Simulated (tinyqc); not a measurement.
The pair band in time: hydrogenic impurity: series, fields, screening, photoionisation and donor-acceptor pairs. Computed by tinyqc, a small Python program. Command: `OMP_NUM_THREADS=1 python tinyqc.py 3015866 3015867 out.jsonl hydrogenic walk`. One thread of a shared host (Intel(R) Xeon(R) Processor @ 2.30GHz), about 0.01 s of CPU time with the checks.

One isotropic, parabolic band. Effective units: Ry* and a*, in which H = -nabla^2 - 2/r.

Inputs (values chosen for the exercise, modelled on beta-Ga2O3): electron mass m = 0.291 m_0; dielectric constant eps = 10.6; donor density N = 2.2e+16 cm^-3; gap E_g = 4.83 eV; acceptor depth E_A = 1130 meV; rate prefactor W_0 = 3.1e+08 1/s.

Parts treated: electric field and pairs.

Constants: Ry = 13.605693123 eV; a_0 = 0.529177210903 angstrom; h x 1 THz = 4.135667696 meV; e^2/(4 pi eps_0) = 14.39964548 eV angstrom.

Method:
- Ry* = Ry m/eps^2, a* = a_0 eps/m; level n is bound by Ry*/n^2; <r> = (3/2) a* in 1s; lines 1s -> np at Ry* (1 - 1/n^2); 1 THz = 4.135667696 meV.
- Wigner-Seitz radius r_s = (3/(4 pi N))^(1/3); Mott criterion N_c^(1/3) a* = 0.26; overlap of two 1s orbitals at distance d: S = exp(-x)(1 + x + x^2/3), x = d/a*, with d = N^(-1/3).
- No-phonon line h nu(r) = E_g - Ry* - E_A + e^2/(4 pi eps_0 eps r); rate W(r) = W_0 exp(-2 r/a*), the donor being the shallower centre; lifetime 1/W; zero field.
- At delay t after a pulse the emission comes mostly from pairs with W(r) t = 1, so r = (a*/2) ln(W_0 t).

a* = 19.2759 angstrom

Ry* = 35.2372 meV

r_s = 221.392 angstrom

Dominant pairs:
```
delay (s)  r (angstrom)  Coulomb term (meV)  photon energy (eV)
1.00e-05          77.48              17.533              3.6823
1.00e-04          99.67              13.629              3.6784
1.00e-03         121.87              11.147              3.6759
1.00e-02         144.06               9.430              3.6742
1.00e-01         166.25               8.171              3.6729
1.00e+00         188.44               7.209              3.6720
1.00e+01         210.63               6.449              3.6712
```

Over six decades of delay the band moves down by 11.08 meV, since close pairs, which emit at higher energy, decay first; the shift per decade shrinks from 3.90 to 0.76 meV.
